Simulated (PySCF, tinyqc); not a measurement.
Worked calculation: G0W0 on RHF in the sto-3g basis, for H3-, spin multiplicity 1. The basis has no diffuse functions, so it cannot describe the extra electron: this is an exercise in the method, not the real anion. The lowest restricted solution is unstable here: a spin-polarised one lies 0.1643 hartree lower (PySCF). Computed by tinyqc, a small Python program that keeps every step (integrals from PySCF). Settings: charge = -1, multiplicity = 1, basis = sto-3g, method = RHF, energy threshold = 1e-10, iteration cap = 73, orthogonalisation = symmetric, start = core, DIIS depth = 6. Command: `OMP_NUM_THREADS=1 python tinyqc.py 30456 30457 out.jsonl` (the two numbers bound the seeds that draw the settings). One thread of a shared host (Intel(R) Xeon(R) Processor @ 2.60GHz), about 0.06 s of CPU time with the checks. The early iterations of the SCF are left out here.

## One-electron integrals

Geometry (angstrom):
```
atom       x       y       z
H     0.0000  0.0000  0.0000
H     0.0000  0.0000  1.0050
H     0.0000  0.8700  0.5020
```

Basis sto-3g: exponents (1/bohr^2) and contraction coefficients of normalised primitives:
```
element  l (shell)  exponent  coefficient
H            s (1)    3.4253       0.1543
H            s (1)    0.6239       0.5353
H            s (1)    0.1689       0.4446
```

Overlap, kinetic and nuclear-attraction integrals over the contracted functions; the nuclear repulsion is the sum of Za Zb / Rab.

nuclear repulsion = 1.579956 hartree

overlap S, order 1H 1s, 2H 1s, 3H 1s:
$$\begin{pmatrix}
1.0000 & 0.4935 & 0.4939 \\
0.4935 & 1.0000 & 0.4936 \\
0.4939 & 0.4936 & 1.0000
\end{pmatrix}$$

kinetic energy T (hartree), order 1H 1s, 2H 1s, 3H 1s:
$$\begin{pmatrix}
0.7600 & 0.1095 & 0.1097 \\
0.1095 & 0.7600 & 0.1095 \\
0.1097 & 0.1095 & 0.7600
\end{pmatrix}$$

nuclear attraction V (hartree), order 1H 1s, 2H 1s, 3H 1s:
$$\begin{pmatrix}
-2.2482 & -1.0591 & -1.0599 \\
-1.0591 & -2.2480 & -1.0592 \\
-1.0599 & -1.0592 & -2.2482
\end{pmatrix}$$

core Hamiltonian H = T + V (hartree), order 1H 1s, 2H 1s, 3H 1s:
$$\begin{pmatrix}
-1.4882 & -0.9496 & -0.9502 \\
-0.9496 & -1.4880 & -0.9497 \\
-0.9502 & -0.9497 & -1.4882
\end{pmatrix}$$

## Two-electron integrals

Functions are numbered as in S; the eight-fold symmetry (ij|kl) = (ji|kl) = (kl|ij) leaves the list below.

Two-electron integrals (ij|kl) in chemists' order, unique and non-zero (hartree):
```
(11|11) 0.7746   (21|11) 0.3070   (21|21) 0.1558   (22|11) 0.4764
(22|21) 0.3070   (22|22) 0.7746   (31|11) 0.3073   (31|21) 0.1405
(31|22) 0.2464   (31|31) 0.1560   (32|11) 0.2463   (32|21) 0.1404
(32|22) 0.3070   (32|31) 0.1405   (32|32) 0.1558   (33|11) 0.4766
(33|21) 0.2463   (33|22) 0.4764   (33|31) 0.3073   (33|32) 0.3070
(33|33) 0.7746
```

## Orthogonalisation

S = U s U^T; symmetric (Loewdin) form X = U s^(-1/2) U^T, so that X^T S X = 1.

eigenvalues of S: [0.5061, 0.5065, 1.9873]

X, order 1H 1s, 2H 1s, 3H 1s:
$$\begin{pmatrix}
1.1734 & -0.2319 & -0.2322 \\
-0.2319 & 1.1732 & -0.2319 \\
-0.2322 & -0.2319 & 1.1734
\end{pmatrix}$$

## Iteration 9 (converged): orbitals

converged F (hartree), order 1H 1s, 2H 1s, 3H 1s:
$$\begin{pmatrix}
0.1341 & -0.1610 & -0.2979 \\
-0.1610 & 0.2013 & -0.1609 \\
-0.2979 & -0.1609 & 0.1341
\end{pmatrix}$$

Diagonalise F' = X^T F X, C = X C', fill 2 alpha and 2 beta electrons from the bottom; D = 2 C_occ C_occ^T. Each column has its largest component positive (the first on a tie).

F' = X^T F X (hartree):
$$\begin{pmatrix}
0.4352 & -0.2141 & -0.4182 \\
-0.2141 & 0.4346 & -0.2140 \\
-0.4182 & -0.2140 & 0.4352
\end{pmatrix}$$

orbital energies (hartree): MO1 -0.1419, MO2 0.5935, MO3 0.8534

coefficients C, order 1H 1s, 2H 1s, 3H 1s:
$$\begin{pmatrix}
0.4815 & -0.5144 & 0.9940 \\
0.2550 & 1.1912 & -0.0003 \\
0.4814 & -0.5150 & -0.9938
\end{pmatrix}$$

D after iteration 9, order 1H 1s, 2H 1s, 3H 1s:
$$\begin{pmatrix}
0.9929 & -0.9799 & 0.9934 \\
-0.9799 & 2.9680 & -0.9813 \\
0.9934 & -0.9813 & 0.9939
\end{pmatrix}$$

## Convergence

Stop when the energy changes by less than 1e-10 hartree and every element of the error matrix X^T (F D S - S D F) X is below 3e-06.

Course of the cycle:
```
iteration  E (hartree)     change  largest element of the error matrix
1            -0.736395          -                             2.20e-02
2            -0.736899  -5.04e-04                             7.13e-03
3            -0.737306  -4.07e-04                             9.51e-03
4            -0.736392   9.14e-04                             3.91e-04
5            -0.736390   1.56e-06                             9.21e-06
6            -0.736390   6.10e-10                             4.98e-06
7            -0.736390   1.33e-10                             3.43e-06
8            -0.736390   1.19e-10                             5.00e-08
9            -0.736390   2.66e-14                             3.66e-11
```

PySCF RHF in the same basis = -0.736390 hartree

Converged in 9 iterations.

## Integrals over molecular orbitals

(pq|rs) = sum C_ip C_jq C_kr C_ls (ij|kl), one index at a time.

one-electron integrals over orbitals h = C^T H C (hartree):
$$\begin{pmatrix}
-1.6936 & -0.0835 & 0.0001 \\
-0.0835 & -1.0744 & 0.0000 \\
0.0001 & 0.0000 & -1.0629
\end{pmatrix}$$

Two-electron integrals over orbitals (pq|rs), unique and non-zero (hartree):
```
(11|11) 0.5922      (21|11) -0.0296     (21|21) 0.1119      (22|11) 0.5357
(22|21) 0.1132      (22|22) 0.7083      (31|11) 2.22e-05    (31|21) 5.66e-06
(31|22) -8.30e-05   (31|31) 0.1679      (32|11) 8.62e-06    (32|21) -7.67e-05
(32|22) -3.68e-05   (32|31) -0.0836     (32|32) 0.0522      (33|11) 0.5918
(33|21) -0.0837     (33|22) 0.4764      (33|31) 5.02e-05    (33|32) 3.24e-05
(33|33) 0.6524
```

## Screening: direct RPA

With D = e_a - e_i and K = (ia|jb): diagonalise D^(1/2) (D + 4K) D^(1/2) = Z w^2 Z^T; X + Y = D^(1/2) Z w^(-1/2), each column of Z with its largest component positive (the first on a tie); E_c = (sum w - tr (D + 2K)) / 2.

D^(1/2) (D + 4K) D^(1/2) (hartree^2), order 1>3, 2>3:
$$\begin{pmatrix}
1.6590 & -0.1701 \\
-0.1701 & 0.1218
\end{pmatrix}$$

excitation energies w (hartree): [0.3213, 1.2952]

X + Y, order 1>3, 2>3:
$$\begin{pmatrix}
0.1913 & 0.8714 \\
0.8941 & -0.0487
\end{pmatrix}$$

RPA correlation energy = -0.039440 hartree

## G0W0 on Hartree-Fock: HOMO

W(p,q,m) = sqrt2 sum_ia (pq|ia) (X+Y)_ia,m; Sigma_c(x) = sum_(i,m) W^2/(x - e_i + w_m) + sum_(a,m) W^2/(x - e_a - w_m); solve x = e_p + Sigma_c(x) by Newton steps; Z = 1/(1 - dSigma/dx); 1 hartree = 27.211386 eV.

The 12 largest terms at x = e_p (hartree; W for the signs of X + Y given):
```
q  m          W      term
3  2    -0.1066   -0.0073
3  1     0.0434   -0.0032
2  1  -6.90e-05  1.48e-08
1  1  -9.55e-05  8.63e-09
2  2  -9.98e-05  7.69e-09
1  2   1.23e-05  7.40e-11
```

Newton steps (hartree):
```
step       x  Sigma_c(x)       Z
0     0.5935     -0.0105  0.9898
1     0.5831     -0.0104  0.9901
2     0.5831     -0.0104  0.9901
```

quasiparticle energy of the HOMO = 15.8656 eV

Hartree-Fock value = 16.1498 eV

## G0W0 on Hartree-Fock: LUMO

As before.

The 12 largest terms at x = e_p (hartree; W for the signs of X + Y given):
```
q  m         W       term
1  2    0.2127     0.0197
2  2   -0.1066     0.0073
2  1    0.0434     0.0032
1  1   -0.0603     0.0028
3  1  5.45e-05  -9.26e-09
3  2  5.97e-05  -2.75e-09
```

Newton steps (hartree):
```
step       x  Sigma_c(x)       Z
0     0.8534      0.0331  0.9794
1     0.8858      0.0324  0.9805
2     0.8858      0.0324  0.9805
```

quasiparticle energy of the LUMO = 24.1042 eV

Hartree-Fock value = 23.2226 eV
